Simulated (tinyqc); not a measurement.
Ferroelectric hysteresis, discrete Preisach model: First-order reversal: partial erase after a full write.

16 bistable elements (j, k) switch to +1 when V reaches u_j and to -1 when V falls to -u_k, and keep their state between. P = Ps sum w_jk s_jk. All elements start at -1. No time dependence and no dielectric part.

w_jk is proportional to exp[-(a_j^2 + a_k^2 - 2 cr a_j a_k)/(2 (1 - cr^2))], a_j = (u_j - Vc)/sg, and the weights sum to one. Sequence: +2.4 V, then -Vr (state P1), then +Vr (state P2), then -Vr again (P3).

Values chosen for this exercise: saturation polarisation Ps = 20 uC/cm^2; mean coercive voltage Vc = 1.2 V; spread of the switching voltages sg = 0.42 V; list of the u_j up = [0.3, 0.9, 1.5, 2.1] V; correlation of up and down voltages cr = 0.

First-order reversal: partial erase after a full write:

| Vr (V) | P1 (uC/cm^2) | P2 (uC/cm^2) | P3 (uC/cm^2) |
|---|---|---|---|
| 0 | 20.000 | 20.000 | 20.000 |
| 0.6 | 17.700 | 17.833 | 17.700 |
| 1.2 | 0.000 | 10.000 | 0.000 |
| 1.8 | -17.700 | 17.833 | -17.700 |
| 2.4 | -20.000 | 20.000 | -20.000 |

Read the table: what changes, and by how much?

P1 falls from 20.0 to -20.0 uC/cm^2; the largest single drop, 17.7 uC/cm^2, comes between Vr = 0.6 and 1.2 V. P3 equals P1 in every row: a minor loop closes on itself (return-point memory). The height P2 - P1 of the minor loop goes from 0.132 uC/cm^2 at Vr = 0.6 V to 40.0 at full amplitude.

Computed by the program tinyqc: `OMP_NUM_THREADS=1 python tinyqc.py 2860013 2860014 out.jsonl`, one thread of a shared Intel Xeon 2.30GHz, about 0.01 s for the whole run.
